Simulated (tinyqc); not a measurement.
Stretching all distances: RHF, UHF, MP2, CISD and CCSD against full CI in the 6-311g basis, for H2, spin multiplicity 1. Computed by the program tinyqc with PySCF. Command: `OMP_NUM_THREADS=1 python tinyqc.py 111471 111472 out.jsonl`; one thread of a shared host (Intel(R) Xeon(R) Processor @ 2.60GHz), about 6 s.

Geometry (angstrom):
```
atom       x       y       z
H     0.0000  0.0000  0.0000
H     0.0000  0.0000  0.6770
```

All coordinates are multiplied by the scale. c0^2 is the weight of the RHF determinant in the lowest singlet FCI state (UHF is spin-contaminated and may lie near states of higher spin) and n(LUMO) the first natural occupation beyond the occupied space.

Full CI energy (hartree) and errors against it (kcal/mol):
```
scale  distance 1-2 (angstrom)    E(FCI)     RHF     UHF     MP2   CISD   CCSD  <S^2> UHF   c0^2  n(LUMO)
0.880                    0.596  -1.13316  14.540  14.540   3.881  0.000  0.000      0.000  0.989    0.016
1.050                    0.711  -1.15264  15.642  15.642   4.555  0.000  0.000      0.000  0.986    0.023
1.230                    0.833  -1.14967  17.308  17.308   5.558  0.000  0.000      0.000  0.981    0.033
1.400                    0.948  -1.13685  19.388  19.388   6.799  0.000  0.000      0.000  0.974    0.047
1.580                    1.070  -1.11903  22.121  22.121   8.437  0.000  0.000      0.000  0.965    0.066
1.750                    1.185  -1.10118  25.197  25.197  10.308  0.000  0.000      0.000  0.953    0.090
1.920                    1.300  -1.08390  28.753  26.514  12.508  0.000  0.000      0.282  0.937    0.121
2.100                    1.422  -1.06719  33.040  24.786  15.204  0.000  0.000      0.496  0.916    0.161
2.270                    1.537  -1.05335  37.570  21.699  18.086  0.000  0.000      0.639  0.893    0.207
```

UHF parts from RHF first at scale 1.92 of those listed, where <S^2> leaves zero. The weight c0^2 goes from 0.99 to 0.89 and n(LUMO) from 0.02 to 0.21: static correlation grows as the bonds break into open-shell fragments. The spread of the error along the curve, which distorts its shape, is CISD 0.0, CCSD 0.0, UHF 12.0, MP2 14.2, RHF 23.0 kcal/mol. With two electrons CISD and CCSD are exact.
